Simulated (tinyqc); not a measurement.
# Small-signal admittance of a forward-biased p+-n diode: effects of single changes

Holes injected into a neutral base of width wb with an ohmic contact at its end; low injection, p0 far above the equilibrium density. A small voltage v exp(i w t), w = 2 pi f, modulates the edge density by p0 v/Vt, and the small-signal density obeys Dp d2p/dx2 = (1/tau + i w) p.

Inputs (values chosen for the exercise); permittivity close to that of silicon: temperature T = 350 K; relative permittivity eps_r = 11.7; donor density of the base Nd = 1.3e15 cm^-3; hole diffusion coefficient Dp = 8.7 cm^2/s; hole lifetime tau = 1e-7 s; width of the neutral base wb = 1 um; excess hole density at the junction edge p0 = 3.9e11 cm^-3; acceptor density of the p+ side Na = 6e18 cm^-3; series resistance Rs = 0.0017 ohm cm^2; signal frequency f = 3.9e8 Hz.

Constants: q = 1.602176634e-19 C, kB = 1.380649e-23 J/K, Vt = kB T/q, eps0 = 8.8541878128e-14 F/cm where lengths are in cm. Results are converted to the units shown.

Each table varies one quantity; the others keep the values above.

## Admittance against frequency

L = sqrt(Dp tau); direct current J = (q Dp p0/L) coth(wb/L); k = sqrt(1 + i w tau)/L; diffusion admittance Y = (q Dp p0/Vt) k coth(k wb) = G + i w C_diff; junction capacitance C_j = sqrt(q eps0 eps_r Nd/(2 Vr)) in the depletion approximation, with the remaining barrier Vr = Vt ln(Na/p0), a rough value under forward bias; base-width modulation is left out. Measured admittance 1/[Rs + 1/(Y + i w C_j)].

The same in every row: C_j (uF/cm^2) = 0.01470.

Admittance against frequency:

| f (Hz) | w tau | G (S/cm^2) | C_diff (uF/cm^2) | measured G (S/cm^2) | measured C (uF/cm^2) | phase of the measured Y (degrees) |
|---|---|---|---|---|---|---|
| 9e5 | 0.5655 | 0.1809 | 6.895e-5 | 0.1809 | 0.01476 | 24.77 |
| 4e6 | 2.513 | 0.1809 | 6.895e-5 | 0.1811 | 0.01476 | 63.98 |
| 2e7 | 12.57 | 0.1810 | 6.894e-5 | 0.1868 | 0.01476 | 84.25 |
| 7e7 | 43.98 | 0.1819 | 6.884e-5 | 0.2536 | 0.01476 | 87.76 |
| 3e8 | 188.5 | 0.1989 | 6.700e-5 | 1.512 | 0.01473 | 86.88 |
| 1e9 | 628.3 | 0.3218 | 5.399e-5 | 14.56 | 0.01438 | 80.85 |
| 5e9 | 3142 | 0.7661 | 2.436e-5 | 224.9 | 0.009084 | 51.76 |
| 2e10 | 1.257e4 | 1.532 | 1.219e-5 | 534.1 | 0.001352 | 17.64 |
| 8e10 | 5.027e4 | 3.064 | 6.095e-6 | 584.5 | 9.252e-5 | 4.549 |

What does the comparison show?

G starts at J/Vt = 0.181 S/cm^2 and C_diff at (J tau/(2 Vt))(1 - 2 x/sinh 2x) = 6.90e-5 uF/cm^2, x = wb/L = 0.107. Between the last two rows G goes as f^(0.50) and C_diff as f^(-0.50); the limits are 1/2 and -1/2, reached when the signal penetrates only sqrt(Dp/w). The measured C is 0.061 % below C_diff + C_j in the first row and 99 % below it in the last, the difference being due to Rs.

## Effect of the excess hole density at the junction edge

Same model as above.

The same in every row: w tau = 245.0.

Result of one run:

| p0 (cm^-3) | G (S/cm^2) | C_diff (uF/cm^2) | C_j (uF/cm^2) | measured G (S/cm^2) | measured C (uF/cm^2) | phase of the measured Y (degrees) |
|---|---|---|---|---|---|---|
| 1e14 | 53.95 | 0.01686 | 0.01803 | 58.80 | 0.02876 | 50.16 |

What becomes of these results when the excess hole density at the junction edge p0 is changed from 1e14 to 1e8 cm^-3, all else the same?

Result of the changed run:

| p0 (cm^-3) | G (S/cm^2) | C_diff (uF/cm^2) | C_j (uF/cm^2) | measured G (S/cm^2) | measured C (uF/cm^2) | phase of the measured Y (degrees) |
|---|---|---|---|---|---|---|
| 1e8 | 5.395e-5 | 1.686e-8 | 0.01201 | 1.468 | 0.01198 | 87.14 |

The whole series:

| p0 (cm^-3) | G (S/cm^2) | C_diff (uF/cm^2) | C_j (uF/cm^2) | measured G (S/cm^2) | measured C (uF/cm^2) | phase of the measured Y (degrees) |
|---|---|---|---|---|---|---|
| 1e8 | 5.395e-5 | 1.686e-8 | 0.01201 | 1.468 | 0.01198 | 87.14 |
| 1e9 | 5.395e-4 | 1.686e-7 | 0.01260 | 1.618 | 0.01257 | 86.99 |
| 1e10 | 0.005395 | 1.686e-6 | 0.01330 | 1.807 | 0.01326 | 86.82 |
| 1e11 | 0.05395 | 1.686e-5 | 0.01413 | 2.090 | 0.01410 | 86.54 |
| 1e12 | 0.5395 | 1.686e-4 | 0.01514 | 2.915 | 0.01522 | 85.53 |
| 1e13 | 5.395 | 0.001686 | 0.01640 | 8.575 | 0.01766 | 78.79 |
| 1e14 | 53.95 | 0.01686 | 0.01803 | 58.80 | 0.02876 | 50.16 |

As p0 goes from 1e8 to 1e14, G rises from 5.39e-5 to 53.9 S/cm^2, C_diff rises from 1.69e-8 to 0.0169 uF/cm^2 and the measured C rises from 0.0120 to 0.0288 uF/cm^2. C_diff stays below C_j.

tinyqc, about 0.01 s, one thread, Intel Xeon 2.30GHz (shared host): `OMP_NUM_THREADS=1 python tinyqc.py 2890199 2890200 out.jsonl`
